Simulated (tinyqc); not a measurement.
Heavy doping: band filling, gap narrowing, band tails and the effective intrinsic density: one step, computed by the program tinyqc.

An n-type crystal above its Mott density, with all dopants ionised: n = N_D - N_A, ionised centres N_I = N_D + N_A. Valleys are taken as spherical with mass m_e.

Problem. Screening, narrowing and potential fluctuations. Screening: q^2 = (e/(eps eps_0)) dn/dE_F. Exchange lowers the conduction band by (1/pi) k_F e^2/(4 pi eps_0 eps) (T = 0 Hartree-Fock at k_F, taken as a rigid shift). Screening raises the valence band by (q/2) e^2/(4 pi eps_0 eps) (static Coulomb hole). The narrowing is the sum; electron correlation and carrier-ion shifts are left out. Root-mean-square potential of randomly placed ions: V_rms = (e^2/(4 pi eps_0 eps)) sqrt(2 pi N_I/q).

Inputs (values chosen for the exercise, for a model semiconductor): valleys M_c = 1; dielectric constant eps = 10.6; donor density N_D = 3.8e+19 cm^-3; compensation ratio N_A/N_D = 0.5; temperature T = 77 K.

Conduction band: non-parabolic (Kane).

n = 1.90e+19 cm^-3

dn/dE_F = 2.356075e+20 cm^-3/eV

Constants: e = 1.602176634e-19 C; eps_0 = 8.8541878128e-12 F/m; e^2/(4 pi eps_0) = 14.39964548 eV angstrom; k_B = 8.617333262e-05 eV/K.

Give: screening length 1/q; exchange term; Coulomb-hole term; gap narrowing; V_rms.

Solution.

screening length 1/q = 15.77 angstrom

exchange term = 35.70 meV

Coulomb-hole term = 43.08 meV

gap narrowing = 78.77 meV

V_rms = 102.1 meV

Caution: the screening length is well below a*, where static Thomas-Fermi screening overstates the Coulomb hole.
